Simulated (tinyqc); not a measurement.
# MOSFET in saturation, small-signal circuit and noise: effect of the temperature on speed and noise

Bias by the inversion coefficient IC = I/Ispec (charge-based model with velocity saturation; weak inversion below 0.1, strong above 10). Common-source circuit: gm, gds, Cgs, Cgd and Cj at the inner nodes, Rg in series with the gate; quasi-static, no source or drain resistance, no gate-body capacitance, no substrate network, no induced gate noise, so fmax is an upper estimate.

Ispec = 2 n mu Cox (W/L) Vt^2, lc = Ls/L, gms = [sqrt((lc IC + 1)^2 + 4 IC) - 1]/[2 + lc (lc IC + 1)], gm = gms Ispec/(n Vt), gds = sg gm. qs = [sqrt(1 + 4 IC) - 1]/2, Cgs = Cox W L qs (2 qs + 3)/(3 (qs + 1)^2) + Cov W, Cgd = Cov W, Cd = Cj W, Rg = Rsh (Wf/L)/(12 Nf) + Rc/W with Nf = W/Wf fingers (not rounded) contacted at both ends. fT = gm/(2 pi (Cgs + Cgd)), fmax = fT/(2 sqrt(Rg (gds + 2 pi fT Cgd))). Channel noise Sid = 4 kB T gam n gm with gam = (1/2 + (2/3) qs)/(1 + qs) + gw lc IC, qs = [sqrt(1 + 4 IC) - 1]/2, lc = Ls/L (the last term an empirical rise with velocity saturation); at the gate, white noise Sw = Sid/gm^2 + 4 kB T Rg. Number fluctuation with correlated mobility: S(f) = K/f, K = q^2 Vt lt Nt/(W L Cox^2) (1 + ac mu Cox I/gm)^2, Vt in eV with Nt per eV. Corner fc = K/Sw. IC is held fixed, and so are mu, n, Ls and Nt.

Values chosen for this exercise:
```
symbol   value         unit                                   meaning
L           28           nm                               gate length
W            5           um                          total gate width
Cox        0.6      uF/cm^2                          gate capacitance
mu         430   cm^2/(V s)                                  mobility
n         1.32                                           slope factor
Ls          10           nm                velocity-saturation length
sg        0.13                                           ratio gds/gm
Cov       0.23        fF/um   overlap and fringe capacitance per side
Cj         0.7        fF/um                drain junction capacitance
Rsh         20          ohm              sheet resistance of the gate
Wf           4           um                              finger width
Rc         200       ohm um      gate contact and vertical resistance
IC         0.8                                  inversion coefficient
gw        0.05               short-channel excess of the noise factor
Nt      1.8e17  cm^-3 eV^-1                        oxide trap density
lt         0.1           nm          tunnelling length into the oxide
ac       10000        V s/C            Coulomb scattering coefficient
```

Constants: q = 1.602176634e-19 C, kB = 1.380649e-23 J/K, Vt = kB T/q. Results are converted to the units shown.

The same in every row: Rg (ohm) = 230.5.

Result of one run:

| I (uA) | fT (GHz) | fmax (GHz) | sqrt(Sw) (nV/Hz^0.5) | fc (MHz) |
|---|---|---|---|---|
| 45.16 | 60.47 | 83.92 | 3.730 | 178.1 |

Which temperature T gave this result: 100, 150, 200 or 250 K?

T = 250 K.

The whole series:

| T (K) | I (uA) | fT (GHz) | fmax (GHz) | sqrt(Sw) (nV/Hz^0.5) | fc (MHz) |
|---|---|---|---|---|---|
| 100 | 7.226 | 24.19 | 53.07 | 3.464 | 72.30 |
| 150 | 16.26 | 36.28 | 65.00 | 3.555 | 107.8 |
| 200 | 28.90 | 48.37 | 75.06 | 3.643 | 143.0 |
| 250 | 45.16 | 60.47 | 83.92 | 3.730 | 178.1 |
| 300 | 65.03 | 72.56 | 91.93 | 3.814 | 213.2 |
| 350 | 88.51 | 84.65 | 99.29 | 3.897 | 248.4 |
| 400 | 115.6 | 96.75 | 106.1 | 3.977 | 283.8 |

As T goes from 100 to 400 K, fT rises from 24.2 to 96.7 GHz, fmax rises from 53.1 to 106 GHz, the white noise rises from 3.46 to 3.98 nV/Hz^0.5 and the corner rises from 72.3 to 284 MHz. At fixed IC and mobility the current goes as T^2 and gm as T, which is why fT rises; a real mobility would fall with T. For T = 100 to 150 K band tails and dopant freeze-out, left out here, change n and the noise.

Computed by the program tinyqc: `OMP_NUM_THREADS=1 python tinyqc.py 2150014 2150015 out.jsonl`, one thread of a shared Intel Xeon 2.30GHz, about 0.01 s for the whole run.
